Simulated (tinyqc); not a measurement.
Bandgap voltage reference from two bipolar transistors: one step of the calculation.

Two transistors of area 1 and N carry the same current I. Is(T) = Is (T/T0)^eta exp[(Vg0 q/kB)(1/T0 - 1/T)], VBE1 = Vt ln(I/Is(T)) + I rb, VBE2 = Vt ln(I/(N Is(T))) + I rb/N. The amplifier forces I R1(T) = VBE1 - VBE2 + Vos, with R(T) = R (1 + tc (T - T0)) for both resistors, and the output is Vref = VBE1 + I R2(T). Base currents and the Early effect are neglected.

Problem. Resistor for zero slope at T0, ideal case. With tc = 0, Vos = 0 and rb = 0 the current is proportional to T, dVBE/dT = (VBE - Vg0 - (eta - 1) Vt)/T, and Vref has zero slope at T0 when Vref = Vg0 + (eta - 1) Vt0. Find VBE1, its slope, that Vref, R2/R1 and the curvature d2Vref/dT2 = -(eta - 1) kB/(q T0).

Inputs (values chosen for the exercise); values of the order met in silicon bipolar transistors:
- T0 = 300 K (reference temperature)
- Vg0 = 1.183 V (band-gap voltage extrapolated to 0 K)
- eta = 3.4 (temperature exponent of the saturation current)
- Is = 7.8e-16 A (saturation current of the unit transistor at T0)
- N = 8 (area ratio of the second transistor)
- R1 = 22 kohm (resistor across which the difference of VBE falls, at T0)

Constants: q = 1.602176634e-19 C, kB = 1.380649e-23 J/K. Results are converted to the units shown.

Find: VBE1; dVBE/dT; Vref; R2/R1; curvature.

Solution.

VBE1 = 0.5653 V
dVBE/dT = -2.266 mV/K
Vref = 1.245 V
R2/R1 = 12.65
curvature = -0.6894 uV/K^2

Numbers from tinyqc (`OMP_NUM_THREADS=1 python tinyqc.py 2062134 2062135 out.jsonl`; about 0.03 s on one thread of a shared Intel Xeon 2.30GHz).
